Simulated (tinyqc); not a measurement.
# Hot electrons in a saturated n-channel MOSFET, lucky-electron model, step by step

tinyqc, about 0.01 s, one thread, Intel Xeon 2.30GHz (shared host): `OMP_NUM_THREADS=1 python tinyqc.py 2550075 2550076 out.jsonl` Printed values are rounded.

Beyond pinch-off the lateral field grows as Esat cosh(y/l) over the velocity-saturated region (pseudo-two-dimensional model). Impact ionisation in this region gives the substrate current, which biases the body forward through Rsub. Currents are per width. Local-field laws: they overstate ionisation when the field peak is narrower than an energy relaxation length.

Parameters, values chosen for the exercise; values close to those of silicon n-channel devices:
- L = 1.2 um (channel length)
- tox = 26 nm (oxide thickness)
- xj = 420 nm (junction depth)
- VT = 0.54 V (threshold)
- mu = 350 cm^2/(V s) (effective mobility)
- vs = 8.3e6 cm/s (saturation velocity)
- Ai = 2e6 1/cm (ionisation prefactor)
- Bi = 1.7 MV/cm (ionisation field)
- Rd = 0 ohm um (resistance of the lightly doped drain)
- Rsub = 30000 ohm um (substrate resistance)
- kb = 0.32 (fall of VT per volt of forward body bias)
- lm = 7 nm (hot-electron mean free path)
- pb = 3.2 V (oxide barrier)
- Cg = 0.0033 (prefactor of the gate current)
- m = 3 (lifetime exponent)
- Hl = 4400 s uA/um (lifetime constant)
- Vd = 5.2 V (drain voltage)
- Vg = 2.2 V (gate voltage)

Constants: eps0 = 8.8541878128e-14 F/cm where lengths are in cm. Results are converted to the units shown.

## Length and field scales

Cox = 3.9 eps0/tox, l = sqrt(3 tox xj), Esat = 2 vs/mu.

Cox = 0.1328128 uF/cm^2
l = 180.9972 nm
Esat = 0.04742857 MV/cm
Esat L = 5.691429 V

## Iteration 1: body bias from the substrate current

Vb at the start = 0 V

Cox = 3.9 eps0/tox. Overdrive g = Vg - VT + kb Vb; Vdsat = g Esat L/(g + Esat L); Id = Cox vs (g - Vdsat); dV = Vd - Id Rd - Vdsat; Em = sqrt((dV/l)^2 + Esat^2); Isub = Id (Ai/Bi) l Em exp(-Bi/Em). Vb(new) = Rsub Isub.

Vdsat = 1.285161 V
Id = 41.32021 uA/um
dV = 3.914839 V
Em = 0.2214317 MV/cm
Isub = 0.09024897 uA/um
Vb after iteration 1 = 0.002707469 V

## Iteration 2: body bias from the substrate current

As before.

Vdsat = 1.285681 V
Id = 41.35848 uA/um
dV = 3.914319 V
Em = 0.2214037 MV/cm
Isub = 0.09023341 uA/um
Vb after iteration 2 = 0.002707002 V

## Course of the iteration: body bias from the substrate current

Stop when Vb changes by less than 1e-9 V, or after 60 iterations.

Course of the iteration:
```
iteration       Vb (V)  |change| (V)
1          0.002707469       2.71e-3
2          0.002707002       4.67e-7
3          0.002707002      8.07e-11
```

Converged in 3 iterations. The change falls from 0.0027 in the first iteration to below the tolerance in the last.

## Gate current, lifetime and channel shortening

Id = 41.35847 uA/um
dV = 3.914320 V
Em = 0.2214037 MV/cm
Isub = 0.09023341 uA/um

Ig = Cg Id exp(-pb/(lm Em)); lifetime tau = (Hl/Id)(Isub/Id)^(-m); length of the saturated region dL = l ln[(dV/l + Em)/Esat]. 1 year = 3.15576e7 s.

Isub/Id = 0.002181739
Ig = 1.472287e-4 pA/um
tau = 324.6202 years
dL = 402.2184 nm

The lifetime exceeds ten years. Integrating Ai exp(-Bi/E) over the cosh profile gives Isub/Id = 0.00201, so the closed form is 8.5 % above it.
